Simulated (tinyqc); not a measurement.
MESFET, gradual channel with velocity saturation: course of the iteration: the saturation point by Newton steps.

A uniformly doped n-type channel, depleted from the top by a Schottky gate; at channel potential V the depleted share of a is u = sqrt((Vbi - Vg + V)/Vp), s at the source. Electrons drift with v = mu E/(1 + mu E/vsat). Abrupt depletion edge, no series resistance, source at 0.

a is the channel (half-)thickness, Vp its pinch-off voltage and Z = mu Vp/(vsat L); an iterate with u > 1 is an overshoot, not a physical state. f = (1 - u)(1 + Z (u^2 - s^2)) - Z F/3, F = 3 (u^2 - s^2) - 2 (u^3 - s^3); f' = -(1 + Z (u^2 - s^2)); u(new) = u - f/f'.

Stop when u changes by less than 1e-10, or after 60 iterations.

u at the start = 0.73
Z = 0.187186
s = 0.466599

Course of the iteration:

| iteration | u | \|change\| |
|---|---|---|
| 1 | 0.978159 | 0.248 |
| 2 | 0.969929 | 8.23e-3 |
| 3 | 0.969918 | 1.09e-5 |
| 4 | 0.969918 | 1.90e-11 |

Did this iteration meet its convergence test, and what does its course show?

Yes. Converged in 4 iterations. At the end the number of correct digits about doubles with each step.

Computed by the program tinyqc: `OMP_NUM_THREADS=1 python tinyqc.py 2500152 2500153 out.jsonl`, one thread of a shared Intel Xeon 2.30GHz, about 0.07 s for the whole run.
